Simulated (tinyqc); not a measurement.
Hubbard ring of 4 sites, step by step. Computed by tinyqc, a small Python program that keeps every step. Settings: hopping = 1.68, U = 7.3, mixing = 0.5, iteration cap = 74. Command: `OMP_NUM_THREADS=1 python tinyqc.py 21212 21213 out.jsonl` (the two numbers bound the seeds that draw the settings). One thread of a shared host (Intel(R) Xeon(R) Processor @ 2.60GHz), about 0.2 s of CPU time with the checks. Later iterations appear only in the table of the cycle.

## Mean-field iteration 1

one-body matrix (hopping and site energies) (eV), lower triangle:
```
           1          2          3         4
1   0.000000
2  -1.680000   0.000000
3   0.000000  -1.680000   0.000000
4  -1.680000   0.000000  -1.680000  0.000000
```

U = 7.300000 eV

electrons, up and down: 3  2

mixing = 0.500000

n(up) at the start (a guess, not normalised): 1 0.750000, 2 0.750000, 3 0.750000, 4 0.750000

n(down) at the start (a guess): 1 0.500000, 2 0.500000, 3 0.500000, 4 0.500000

H(up) = T + U n(down), H(down) = T + U n(up); fill the lowest levels; n(new) = n + mixing (n(out) - n); E = tr T (rho up + rho down) + U sum n_up n_down of the output.

levels, up (eV): 0.290000  3.650000  3.650000  7.010000

levels, down (eV): 2.115000  5.475000  5.475000  8.835000

energy = 4.230000 eV

n(up) after iteration 1: 1 0.750000, 2 0.750000, 3 0.750000, 4 0.750000

n(down) after iteration 1: 1 0.625000, 2 0.375000, 3 0.625000, 4 0.375000

The highest filled level is degenerate with an empty one, so which vector is filled is an arbitrary choice.

## Mean-field iteration 2

As before.

levels, up (eV): 0.168297  2.737500  4.562500  7.131703

levels, down (eV): 2.115000  5.475000  5.475000  8.835000

energy = 4.825753 eV

n(up) after iteration 2: 1 0.717239, 2 0.782761, 3 0.717239, 4 0.782761

n(down) after iteration 2: 1 0.437500, 2 0.562500, 3 0.437500, 4 0.562500

The highest filled level is degenerate with an empty one, so which vector is filled is an arbitrary choice.

## Convergence

Each step fills the lowest levels of T + U n(other spin) and sets n(new) = n + mixing (n(out) - n); stop when output and input agree to 1e-8.

Course of the cycle:
```
iteration      E (eV)  largest |n(out) - n(in)|  mean |n_up - n_down|
1          4.23000000                  2.50e-01              0.250000
2          4.82575293                  3.75e-01              0.250000
3          4.53202844                  3.30e-01              0.250000
4          4.70806509                  3.53e-01              0.250000
5          4.58400786                  3.38e-01              0.250000
6          4.67576513                  3.49e-01              0.250000
7          4.60596921                  3.41e-01              0.250000
8          4.65901266                  3.47e-01              0.250000
9          4.61840146                  3.42e-01              0.250000
10         4.64938146                  3.46e-01              0.250000
11         4.62566772                  3.43e-01              0.250000
...               ...                       ...                   ...
64         4.63591499                  3.44e-01              0.250000
65         4.63591498                  3.44e-01              0.250000
66         4.63591499                  3.44e-01              0.250000
67         4.63591498                  3.44e-01              0.250000
68         4.63591498                  3.44e-01              0.250000
69         4.63591498                  3.44e-01              0.250000
70         4.63591498                  3.44e-01              0.250000
71         4.63591498                  3.44e-01              0.250000
72         4.63591498                  3.44e-01              0.250000
73         4.63591498                  3.44e-01              0.250000
74         4.63591498                  3.44e-01              0.250000
```

Not converged within 74 iterations: the residual has stopped falling. The lowest mean-field energy found from random starts is 3.49866 eV. Reruns (cap 100 unless said): mixing 0.2: not converged; mixing 0.9: not converged; the original settings with a cap of 400: not converged.

## Exact diagonalisation (24 states)

Lowest levels of the sector, and the double occupancy of the lowest state.

lowest levels (eV): 2.770617  2.770617  3.940000  4.877431  4.877431  7.300000

double occupancy per site = 0.288749

## The lowest level by Lanczos steps

From a random start vector (not printed): a_j = <q_j|H|q_j>, b_j = norm of the remainder after orthogonalising; the Ritz value is the lowest eigenvalue of the tridiagonal matrix of a and b so far.

Lanczos:
```
j    a_j (eV)  b_j (eV)  lowest Ritz value (eV)
1   10.432398  5.317626             10.43239774
2   12.760530  4.131378              6.15291762
3    8.336310  4.551467              4.16200611
4   12.106025  3.205383              3.09770271
5   12.312680  5.047878              2.94308730
6   10.089085  3.481815              2.83757157
7   10.938233  2.692545              2.78690681
8   11.851169  4.387309              2.77863735
9    9.727535  3.828924              2.77412111
10  11.073346  2.590645              2.77121639
```
